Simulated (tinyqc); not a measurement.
Matthiessen's rule against the full average: mobility of a non-polar semiconductor in the relaxation-time approximation. Computed by tinyqc, a small Python program. Command: `OMP_NUM_THREADS=1 python tinyqc.py 3011749 3011750 out.jsonl rta walk`. One thread of a shared host (Intel(R) Xeon(R) Processor @ 2.30GHz), about 0.01 s of CPU time with the checks.

Each valley is treated as a sphere of mass m_d for states and rates, with one isotropic relaxation time; the conductivity mass m_c sets the current.

Inputs (values chosen for the exercise, modelled on holes in germanium): longitudinal mass m_l = 0.299 m_0; transverse mass m_t = 0.299 m_0; equivalent valleys Z = 1; static permittivity eps_s = 16; density rho = 5323 kg/m^3; sound velocity v_l = 5320 m/s; acoustic deformation potential D_A = 5.5 eV; phonon energy hbar w = 36.3 meV; optical or intervalley deformation potential D_o = 7.1 1e8 eV/cm; final valleys Z_f = 1; carrier density n = 7.6e+17 1/cm^3; compensation ratio C = 0.72; temperature T = 100 K; neutral impurity density N_n = 1.8e+17 1/cm^3.

Band: parabolic. Impurity formula: Brooks-Herring. Further scattering: neutral impurities.

Constants: k_B = 8.617333262e-05 eV/K; m_0 = 9.1093837015e-31 kg; e = 1.602176634e-19 C; hbar = 1.054571817e-34 J s; eps_0 = 8.8541878128e-12 F/m; k_B = 1.380649e-23 J/K; hbar = 6.582119569e-16 eV s.

Method:
- m_d = (m_l m_t^2)^(1/3); 1/m_c = (1/m_l + 2/m_t)/3; Hall mass factor A = 3 K_m (K_m + 2)/(2 K_m + 1)^2, K_m = m_l/m_t; N_I = n (1 + C)/(1 - C).
- Parabolic band: E = hbar^2 k^2/(2 m), speed v = hbar k/m, states per spin, volume and energy g(E) = m k/(2 pi^2 hbar^2). Here m = m_d. Masses are multiplied by m_0 and all formulas are in SI units.
- The reduced Fermi level eta = E_F/(k_B T) solves n = 2 Z int g f dE with f = 1/(1 + exp(x - eta)) (Z = 1 unless valleys are given); screening length L_s = sqrt(eps_s eps_0 k_B T/(e^2 dn/deta)), dn/deta = 2 Z int g f (1 - f) dE.
- Integrals over x = E/(k_B T) use 160 Gauss-Legendre points in u = sqrt(x) from 0 to sqrt(max(eta, 0) + 32).
- Phonon occupation N_q = 1/(exp(hbar w/(k_B T)) - 1).
- Acoustic deformation potential (elastic, equipartition, absorption and emission together): 1/tau = 2 pi k_B T D_A^2 g(E)/(hbar rho v_l^2).
- Optical or intervalley deformation potential: 1/tau = (pi Z_f D_o^2/(rho w)) [N_q g(E + hbar w) + (N_q + 1) g(E - hbar w)], with g = 0 below the band edge.
- Each optical term is multiplied by (1 - f(E'))/(1 - f(E)), E' the final energy, for Pauli blocking.
- Singly charged impurities, momentum relaxation: 1/tau = N_I e^4 m (1 + 2 alpha E) Phi/(8 pi (eps_s eps_0)^2 hbar^3 k^3), with alpha = 0 for a parabolic band.
- Brooks-Herring: Phi = ln(1 + b) - b/(1 + b), b = 4 k^2 L_s^2.
- Neutral impurities (Erginsoy): 1/tau = 20 N_n a_B hbar/m, a_B = 4 pi eps_s eps_0 hbar^2/(m e^2).
- mu = (m_d/m_c) (2 Z e/(3 n k_B T)) int g v^2 tau f (1 - f) dE.
- Averages over x are split at the emission threshold x_0 = hbar w/(k_B T): 64 Gauss-Legendre points in sqrt(x) below it and 128 in sqrt(x - x_0) above it, up to x = max(eta, 0) + 32.
- Rates are added at each energy before the average. With <y> = int g v^2 y f (1 - f) dE: Hall factor r_H = A (3 n k_B T/(2 Z m_d)) <tau^2/(1 + 2 alpha E)>/<tau>^2 (alpha = 0 for a parabolic band); Hall mobility r_H mu; |S| = (k_B/e) (<x tau>/<tau> - eta); resistivity 1/(n e mu).
- Matthiessen's rule adds 1/mu of the separate processes.

acoustic mobility = 28665.7 cm^2/(V s)

optical mobility = 242471 cm^2/(V s)

ionised impurity mobility = 243.213 cm^2/(V s)

neutral impurity mobility = 1490.33 cm^2/(V s)

drift mobility mu = 198.410 cm^2/(V s)

Separate mobilities:
```
process           mu (cm^2/(V s))  share of the sum of 1/mu (%)
acoustic               2.8666e+04                    7.2351e-01
optical                2.4247e+05                    8.5536e-02
ionised impurity       2.4321e+02                    8.5275e+01
neutral impurity       1.4903e+03                    1.3916e+01
```

mobility by Matthiessen's rule = 207.40 cm^2/(V s)

excess of Matthiessen's rule over the full mu = 4.5303 %

What follows from these numbers?

The rule gives 207.4 against the full 198.4, 4.5 % too high; it can only overestimate, since each separate average is carried by the energies where that process is weak. One process, ionised impurity, holds 85 % of the resistance, so the error is small. Caution: Erginsoy's formula holds for k a_B below about 0.5 and for dopants that stay neutral, which means low temperature; elsewhere it is only a rough constant rate. Caution: n is taken as given; at low temperature (in diamond even at 300 K) real dopants can freeze out, which changes n and N_I.
